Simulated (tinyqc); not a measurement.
# Schottky diode by thermionic emission with image-force lowering and series resistance: soft saturation in reverse bias

Metal on an n-type semiconductor with one parabolic valley; V > 0 is forward bias (metal positive). I = I0 [exp(Vj/(n Vt)) - 1] with Vj = V - I Rs; I0 = S A* T^2 exp(-(phi - dphi)/Vt), the lowering dphi taken at zero bias.

A* = 4 pi q me m0 kB^2/h^3 (times 1e-4 for A/(cm^2 K^2)); Nc = 2 (2 pi me m0 kB T/h^2)^1.5 (times 1e-6 for cm^-3); xi = Vt ln(Nc/Nd), Vbi = phi - xi; surface field Em = sqrt(2 q Nd (Vbi - V - Vt)/(eps0 eps_r)); dphi = sqrt(q Em/(4 pi eps0 eps_r)). Here dphi follows the bias, J = -A* T^2 exp(-(phi - dphi(V))/Vt) [1 - exp(V/Vt)], without Rs.

Values chosen for this exercise; band and dielectric values those of a made-up semiconductor:
- T = 400 K (temperature)
- me = 0.218 m0 (electron mass)
- eps_r = 11.2 (relative permittivity)
- phi = 0.63 eV (barrier height seen from the metal)
- Nd = 8.7e16 cm^-3 (donor density)

Constants: q = 1.602176634e-19 C, kB = 1.380649e-23 J/K, h = 6.62607015e-34 J s, m0 = 9.1093837015e-31 kg, Vt = kB T/q, eps0 = 8.8541878128e-14 F/cm where lengths are in cm. Results are converted to the units shown.

Results:
```
V (V)  Em (kV/cm)  dphi (meV)  J (A/cm^2)
-0.2        136.6       41.91     -0.1627
-1          202.9       51.07     -0.2129
-2          263.2       58.17     -0.2616
-4          354.3       67.49     -0.3428
-7          458.1       76.74     -0.4484
-10         542.4       83.51     -0.5456
-15         659.3       92.07     -0.6995
```

Estimate the missing row, V = -0.5 V.

Computed row:
```
V (V)  Em (kV/cm)  dphi (meV)  J (A/cm^2)
-0.5        164.6       46.01     -0.1838
```

With this row back in the table: dphi rises from 41.9 to 92.1 meV, as the square root of the field, and |J| grows by a factor of 4.30: the reverse current does not saturate. Tunnelling and generation are left out.

Computed by the program tinyqc: `OMP_NUM_THREADS=1 python tinyqc.py 2640027 2640028 out.jsonl`, one thread of a shared Intel Xeon 2.30GHz, about 0.01 s for the whole run.
